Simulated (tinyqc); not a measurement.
Stretching all distances: RHF, UHF, MP2, CISD and CCSD against full CI in the sto-3g basis, for H4, spin multiplicity 1. Computed by the program tinyqc with PySCF. Command: `OMP_NUM_THREADS=1 python tinyqc.py 114841 114842 out.jsonl`; one thread of a shared host (Intel(R) Xeon(R) Processor @ 2.60GHz), about 6 s.

Geometry (angstrom):

| atom | x | y | z |
|---|---|---|---|
| H | 0.0000 | 0.0000 | 0.0000 |
| H | 0.0000 | 0.0000 | 0.7640 |
| H | 0.0000 | 0.0000 | 1.7240 |
| H | 0.0000 | 0.0000 | 2.4880 |

All coordinates are multiplied by the scale. c0^2 is the weight of the RHF determinant in the lowest singlet FCI state (UHF is spin-contaminated and may lie near states of higher spin) and n(LUMO) the first natural occupation beyond the occupied space.

Full CI energy (hartree) and errors against it (kcal/mol):

| scale | distance 1-2 (angstrom) | E(FCI) | RHF | UHF | MP2 | CISD | CCSD | <S^2> UHF | c0^2 | n(LUMO) |
|---|---|---|---|---|---|---|---|---|---|---|
| 0.9400 | 0.7182 | -2.195562 | 24.1559 | 24.1559 | 7.7850 | 0.1982 | 0.0118 | 0.0000 | 0.9777 | 0.0334 |
| 1.1000 | 0.8404 | -2.219328 | 30.9142 | 30.9142 | 11.0114 | 0.4297 | 0.0291 | 0.0000 | 0.9655 | 0.0495 |
| 1.2600 | 0.9626 | -2.197213 | 39.4394 | 39.4394 | 15.2555 | 0.8789 | 0.0620 | 0.0000 | 0.9479 | 0.0716 |
| 1.4200 | 1.0849 | -2.154603 | 50.2004 | 50.2004 | 20.7929 | 1.7076 | 0.1132 | 0.0000 | 0.9230 | 0.1015 |
| 1.5700 | 1.1995 | -2.107922 | 62.6884 | 58.3220 | 27.3765 | 3.0401 | 0.1754 | 0.4415 | 0.8911 | 0.1388 |
| 1.7300 | 1.3217 | -2.058270 | 78.8080 | 57.7664 | 35.9928 | 5.3367 | 0.2455 | 0.8913 | 0.8466 | 0.1897 |
| 1.8900 | 1.4440 | -2.013210 | 97.8162 | 51.1159 | 46.1448 | 8.8271 | 0.2967 | 1.2332 | 0.7917 | 0.2523 |
| 2.0500 | 1.5662 | -1.975086 | 119.4007 | 41.7332 | 57.4334 | 13.7054 | 0.2977 | 1.4825 | 0.7287 | 0.3244 |

UHF parts from RHF first at scale 1.57 of those listed, where <S^2> leaves zero. The weight c0^2 goes from 0.98 to 0.73 and n(LUMO) from 0.03 to 0.32: static correlation grows as the bonds break into open-shell fragments. The spread of the error along the curve, which distorts its shape, is CCSD 0.3, CISD 13.5, UHF 34.2, MP2 49.6, RHF 95.2 kcal/mol.
